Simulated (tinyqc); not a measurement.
Kinetics of strain relaxation and threading dislocations in mismatched semiconductor layers. Changing the anneal temperature T. Computed by tinyqc, a small Python program. Command: `OMP_NUM_THREADS=1 python tinyqc.py 3005976 3005977 out.jsonl threading sweep`. One thread of a shared host (Intel(R) Xeon(R) Processor @ 2.30GHz), about 0.01 s of CPU time with the checks.

60-degree dislocations on {111} planes of a (001) layer, isotropic elasticity. The Schmid factor is 1/sqrt(6), and a misfit segment relieves strain with b/2.

Inputs (values chosen for the exercise, modelled on Si(0.8)Ge(0.2) on Si):
```
quantity                         value         unit
misfit f                       0.00836            -
shear modulus G                   66.2          GPa
Poisson ratio nu                  0.27            -
Burgers vector b                  3.88     angstrom
glide activation energy Q         2.09           eV
velocity prefactor v0            33000  m/s per MPa
layer thickness h                   82           nm
anneal time t                      550            s
initial thread density rho_0   2.2e+07       1/cm^2
multiplication constant delta     5300          1/m
```

Sources: fixed density of threads.

Constants: k_B = 8.617333262e-05 eV/K.

Method:
- Excess resolved stress tau = (1/sqrt 6) [2 G (1 + nu)/(1 - nu)] (e - e_eq), e_eq = b (1 - nu/4) [ln(h/b) + 1]/(4 pi (1 + nu) h), the Matthews-Blakeslee strain of an uncapped layer; glide velocity v = v0 tau exp(-Q/(k_B T)), tau in MPa.
- Threads run in two directions, so de/dt = -(b/4) rho v, with rho fixed. With x = e - e_eq, x0 = f - e_eq (fully strained at t = 0) and v = m S x (m the mobility, S x = tau): x = x0 exp(-t/t_r), t_r = 4/(b rho_0 m S).
- The half time is that at which x = x0/2.

One run for each value; columns: (1) anneal temperature T (K); (2) initial velocity (micrometre/s); (3) half time (s); (4) share of the excess strain relieved (%); (5) thread density (1/cm^2):
```
(1)         (2)         (3)      (4)       (5)
683  7.7573e-03  2.7650e+04    1.369  2.20e+07
704  2.2374e-02  9.5866e+03    3.899  2.20e+07
725  6.0689e-02  3.5342e+03   10.226  2.20e+07
746  1.5563e-01  1.3782e+03   24.165  2.20e+07
767  3.7903e-01  5.6588e+02   49.018  2.20e+07
787  8.4658e-01  2.5336e+02   77.792  2.20e+07
808  1.8859e+00  1.1373e+02   96.499  2.20e+07
829  4.0341e+00  5.3169e+01   99.923  2.20e+07
850  8.3110e+00  2.5808e+01  100.000  2.20e+07
```

Over the rows, initial velocity (micrometre/s) rises from 0.00776 to 8.31 (exponent d ln y / d ln x 35 between the first rows and 29 between the last); half time (s) falls from 27600 to 25.8 (exponent d ln y / d ln x -35 between the first rows and -29 between the last); share of the excess strain relieved (%) rises from 1.37 to 100.0 (exponent d ln y / d ln x 35 between the first rows and 0.031 between the last).

Caution (rows 725, 746, 767, 787, 808, 829, 850): blocking of threads by crossing misfit lines, left out here, leaves real layers with more strain.

Extremes, crossings and ranges named in words are read from the listed rows.
